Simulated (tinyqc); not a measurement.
Smoothing against break-up: capillary instabilities by surface diffusion: grooving and agglomeration of films, edge retraction, wire break-up and smoothing of roughness. Computed by tinyqc, a small Python program. Command: `OMP_NUM_THREADS=1 python tinyqc.py 3012983 3012984 out.jsonl dewet walk`. One thread of a shared host (Intel(R) Xeon(R) Processor @ 2.30GHz), about 0.01 s of CPU time with the checks.

Isotropic surface energy; shapes change by surface diffusion alone.

Inputs (values chosen for the exercise, of the order of those of a copper film):
```
quantity                         value        unit
surface energy gamma_s            1.68       J/m^2
grain-boundary energy gamma_b     0.56       J/m^2
atomic volume Omega               11.8  angstrom^3
surface sites nu                    12      1/nm^2
prefactor D0                   1.4e-06       m^2/s
activation energy Q               1.02          eV
temperature T                      984           K
film thickness h                    27          nm
grain radius R                     130          nm
wire radius r                       25          nm
initial ripple over radius        0.02           -
roughness wavelength lambda         24          nm
```

Grooves: at the surface only.

Constants: k_B = 8.617333262e-05 eV/K; k_B = 1.380649e-23 J/K.

Method:
- Groove angle beta: sin(beta) = gamma_b/(2 gamma). For circular grains of radius R with spherical caps the groove ends (measured from the mean surface) at the depth R g(beta), g = (2 - 3 cos beta + cos^3 beta)/(3 sin^3 beta). The film parts if R g(beta_s) > h.
- B = D_s nu gamma_s Omega^2/(k_B T), D_s = D0 exp(-Q/(k_B T)).
- A wire with r + A cos(k z) has dA/dt = (B/r^4) (kr)^2 [1 - (kr)^2] A: unstable for wavelengths above 2 pi r, fastest at kr = 1/sqrt 2 with the rate B/(4 r^4); break-up time about (4 r^4/B) ln(r/A0); each wavelength makes a sphere of radius (3 r^2 lambda_m/4)^(1/3).
- Roughness of wavelength lambda on a flat face decays as exp[-B (2 pi/lambda)^4 t]; the smoothing time is that for a factor e^3.

beta_s = 9.59407 degrees

Times (s); the last column is (h/(0.780 tan beta_s))^4/B:
```
T (K)  B (nm^4/s)  smoothing  wire break-up  groove to depth h
836    2.4159e+05  0.0026434         25.301             7280.0
886    5.0683e+05  0.0012600         12.060             3470.2
935    9.6727e+05  0.0006602          6.319             1818.3
984    1.7264e+06  0.0003699          3.541             1018.8
1033   2.9097e+06  0.0002195          2.101              604.5
1082   4.6674e+06  0.0001368          1.310              376.8
1181   1.0698e+07  0.0000597          0.571              164.4
```

What follows from these numbers?

All times share 1/B, so their ratios do not depend on T: break-up over smoothing is 9600. An anneal can smooth this roughness well before the wire breaks. Smoothing is safe for lambda well below 2 pi r, above which a ripple along the wire grows instead. B spans 1.6 decades over these rows.
